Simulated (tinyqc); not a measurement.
Ballistic conductance of a hard-wall wire of circular section by counting modes: two steps of the calculation.

Subband edges E_(l,s) = C (j_(l,s)/a)^2/m with j_(l,s) the s-th zero of the Bessel function J_l; levels with l > 0 count twice; C = hbar^2/(2 m0). Every mode transmits fully; spin gives the factor 2 in 2 q^2/h, valleys the factor gv.

Values chosen for this exercise:
- T = 4 K (temperature)
- m = 0.18 m0 (mass)
- gv = 1 (valleys)
- Ef = 0.329 eV (Fermi energy above the bulk band edge)
- a = 4.4 nm (radius)
- Et = 0.411 eV (highest subband edge listed)

Constants: q = 1.602176634e-19 C, kB = 1.380649e-23 J/K, hbar = 1.054571817e-34 J s, h = 6.62607015e-34 J s, m0 = 9.1093837015e-31 kg, Vt = kB T/q, hbar^2/(2 m0) = 0.0380998212 eV nm^2. Results are converted to the units shown.

Question 1. Subband edges and their occupation. List the edges below Et; each adds its degeneracy times f = 1/(1 + exp((E_n - Ef)/Vt)) to the thermal mode count.

Find: edge; degeneracy; f.

Answer 1.

edge, mode 0,1 to 0,2 (eV): [0.0632, 0.1605, 0.2884, 0.3331]
degeneracy, mode 0,1 to 0,2: [1, 2, 2, 1]
f, mode 0,1 to 0,2: [1.000, 1.000, 1.000, 0.000]

Question 2. Conductance and ballistic resistance. G = (2 q^2/h) gv M; at zero temperature M counts the edges below Ef, at T it is the sum of degeneracy times f. The smooth (Sharvin) count is kF^2 A/(4 pi), kF = sqrt(m Ef/C), A = pi a^2, perimeter p = 2 pi a, and with the boundary term kF^2 A/(4 pi) - kF p/(4 pi). The sum runs over the edges listed.

edge, mode 0,1 to 0,2 (eV): [0.06322841, 0.16052010, 0.28835749, 0.33314671]
degeneracy, mode 0,1 to 0,2: [1, 2, 2, 1]
f, mode 0,1 to 0,2: [1.0000000, 1.0000000, 1.0000000, 0.0000060]

Wanted: M at zero temperature; M at T; G; resistance 1/G; smooth count.

Answer 2.

M at zero temperature = 5
M at T = 5.0000
G = 387.41 uS
resistance 1/G = 2.5813 kohm
smooth count = 7.5230

The smooth count is 50 % above M at T. With the boundary term it is 4.78.

Computed by the program tinyqc: `OMP_NUM_THREADS=1 python tinyqc.py 2740125 2740126 out.jsonl`, one thread of a shared Intel Xeon 2.30GHz, about 0.1 s for the whole run.
